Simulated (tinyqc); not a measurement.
Band bending at a free surface with a continuum of surface states, surface photovoltage and Kelvin probe: one step of the calculation.

n-type bulk, xi = Ec - EF = Vt ln(Nc/Nd), p0 = ni^2/Nd, ni = sqrt(Nc Nv) exp(-Eg/(2 Vt)), Eg in volts. b is the upward band bending, u = b/Vt. Space charge per area, in units of q: Qc = sign(b) sqrt((2 eps0 eps_r Vt/q) [(Nd + dn)(exp(-u) - 1) + Nd u + (p0 + dn)(exp(u) - 1)]), with dn the excess density under light (flat quasi-Fermi levels; 0 in the dark). The states hold -Ds (E0 - xi - b): negative while the Fermi level lies above the neutrality level. Neutrality: Qc + Qf + (charge of the states) = 0.

Question. Band bending in the dark. Fixed-point step: b(new) = E0 - xi - (Qc(b) + Qf)/Ds.

Values chosen for this exercise; band and dielectric values close to those of 4H silicon carbide:
```
symbol    value         unit                                                    meaning
T           350            K                                                temperature
Eg         3.27           eV                                                   band gap
eps_r      9.77                                                   relative permittivity
Nc      2.18e19        cm^-3                     conduction-band density of states at T
Nv      3.13e19        cm^-3                        valence-band density of states at T
Nd       5.7e15        cm^-3                                              donor density
Qf       1.3e10        cm^-2                       fixed positive charge at the surface
Ds       6.8e11  cm^-2 eV^-1                                  density of surface states
E0         0.72           eV  depth of their neutrality level below the conduction edge
```

Constants: q = 1.602176634e-19 C, kB = 1.380649e-23 J/K, Vt = kB T/q, eps0 = 8.8541878128e-14 F/cm where lengths are in cm. Results are converted to the units shown.

b at the start = 0.38 V

Find: b after iteration 1.

Answer.

b after iteration 1 = 0.23628 V

tinyqc, about 0.01 s, one thread, Intel Xeon 2.30GHz (shared host): `OMP_NUM_THREADS=1 python tinyqc.py 2430058 2430059 out.jsonl`
